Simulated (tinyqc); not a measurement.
# Programming of a floating-gate cell by Fowler-Nordheim tunnelling: several studies

Per tunnel area the floating gate has Ctun = 3.9 eps0/tox to the channel (0 V) and Ccg to the control gate, Ct = Ctun/(1 - ag), no other coupling. With the threshold shift U = -Q/Ccg the field is F = ag (Vg - U)/tox, and dU/dt = J/Ccg. Fowler-Nordheim: J = A F^2 exp(-B/F), A = q^2/(16 pi^2 hbar mo phi) (times 1e14 for A/cm^2 with F in V/nm, emitter mass m0), B = (4/3) sqrt(mo/C) phi^1.5, C = hbar^2/(2 m0).

Values chosen for this exercise; oxide values close to those of silicon dioxide: tunnel barrier phi = 3.15 eV; tunnelling mass mo = 0.4 m0; tunnel oxide thickness tox = 6.9 nm; coupling ratio Ccg/Ct ag = 0.71; threshold shift at the start Vt0 = -1.4 V; control-gate voltage Vg = 9.9 V.

Constants: q = 1.602176634e-19 C, hbar = 1.054571817e-34 J s, m0 = 9.1093837015e-31 kg, eps0 = 8.8541878128e-14 F/cm where lengths are in cm, hbar^2/(2 m0) = 0.0380998212 eV nm^2. Results are converted to the units shown.

Each table varies one quantity; the others keep the values above.

## Effect of the coupling ratio

After 0.0001 s. Exact: exp(B/F(t)) = exp(B/F(0)) + K t, K = A B ag/(Ccg tox), and U = Vg - tox F/ag.

Effect of the coupling ratio:
```
ag,F(0) (V/nm),F (V/nm),J (A/cm^2),U (V)
0.42,0.6878,0.6878,3.252e-8,-1.400
0.47,0.7697,0.7697,1.705e-6,-1.400
0.52,0.8516,0.8510,4.182e-5,-1.392
0.57,0.9335,0.9266,5.015e-4,-1.316
0.63,1.032,0.9835,0.002553,-0.8712
0.68,1.114,1.001,0.004086,-0.2590
0.73,1.196,1.011,0.005277,0.3433
0.78,1.277,1.021,0.006710,0.8722
```

Read the table: what changes, and by how much?

The starting field rises from 0.688 to 1.28 V/nm and U rises from -1.40 to 0.872 V. Between the last two rows 0.01 of coupling is worth 106 mV. In 1 of the 8 rows the starting field exceeds 12 MV/cm, where the oxide would wear out or break down quickly.

## Programming by a staircase of pulses

Same model as above.

Pulse i = 1, 2, ... has the height 8.4 V + (i - 1) 0.4 V and lasts 4 us; each starts from the U that the last one left.

Programming by a staircase of pulses:
```
N,last pulse (V),U (V),gain of the last pulse (V),F at its end (V/nm)
1,8.400,-1.384,0.01576,1.007
2,8.800,-1.343,0.04077,1.044
3,9.200,-1.253,0.09062,1.076
4,9.600,-1.086,0.1668,1.100
6,10.40,-0.5170,0.3181,1.123
8,11.20,0.2237,0.3812,1.129
11,12.40,1.410,0.3983,1.131
14,13.60,2.609,0.3999,1.131
18,15.20,4.208,0.4000,1.131
```

Read the table: what changes, and by how much?

The gain of a pulse rises from 0.0158 to 0.400 V and settles at the step of 0.4 V: the field at the end of a pulse becomes steady, 1.13 V/nm, so U follows the gate one to one whatever it started from. It is within 5 % of the step from pulse 8 on among the rows. In every row the field stays above 10 MV/cm, which wears the oxide.

## Effect of the gate voltage

Same model as above.

After 0.0001 s.

Results:
```
Vg (V),F (V/nm),J (A/cm^2),U (V)
6.9,0.8537,4.597e-5,-1.396
7.5,0.9129,3.297e-4,-1.372
8.8,0.9952,0.003494,-0.8717
9.4,1.005,0.004480,-0.3641
10,1.008,0.004835,0.2072
10.7,1.009,0.004963,0.8974
11.3,1.009,0.004997,1.495
11.9,1.009,0.005010,2.094
```

Estimate the missing row, Vg = 8.2 V.

Computed row:
```
Vg (V),F (V/nm),J (A/cm^2),U (V)
8.2,0.9693,0.001731,-1.220
```

With this row back in the table: U rises from -1.40 to 2.09 V, by 0.041 V a volt between the first two rows and 0.998 between the last two: once K t exceeds exp(B/F(0)) the final field, 1.01 V/nm, no longer depends on Vg. In 3 of the 9 rows the starting field exceeds 12 MV/cm, where the oxide would wear out or break down quickly.

Range of the model: Programming fields of 10 MV/cm and more wear the oxide; trapping and the channel potential are ignored.

Program tinyqc, `OMP_NUM_THREADS=1 python tinyqc.py 2130032 2130033 out.jsonl`; Intel Xeon 2.30GHz, shared host, one thread, about 0.01 s.
